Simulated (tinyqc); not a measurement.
Self-heating of a transistor with one or more fingers, with temperature-dependent conductivity: one step, computed by the program tinyqc. Command: `OMP_NUM_THREADS=1 python tinyqc.py 3031348 3031349 out.jsonl selfheat walk`. One thread of a shared host (Intel(R) Xeon(R) Processor @ 2.30GHz), about 0.08 s of CPU time with the checks.

N long parallel fingers lie on the top face of a slab whose bottom is held at T_0; the top is otherwise insulated, and heat flows in two dimensions. P in W/mm is 1000 P in W/m.

Task: Correction for the falling conductivity. Kirchhoff transformation for kappa = kappa_0 (T/T_0)^-m: T = T_0 [1 - (m - 1) theta/T_0]^(-1/(m - 1)), where theta is the linear rise. The bracket vanishes at the power P T_0/((m - 1) theta).

Inputs (values chosen for the exercise, modelled on germanium): exponent m in kappa ~ T^-m = 1.16; base temperature T_0 = 300 K; power per gate width P = 0.46 W/mm.

Power: power rises with temperature.

largest theta = 43.31542 K

Give: peak temperature; true rise; true rise / linear rise; power at which the formula diverges.

Result:

peak temperature = 347.19 K

true rise = 47.186 K

true rise / linear rise = 1.0894

power at which the formula diverges = 19.912 W/mm

The falling conductivity adds 8.9 % to the rise.
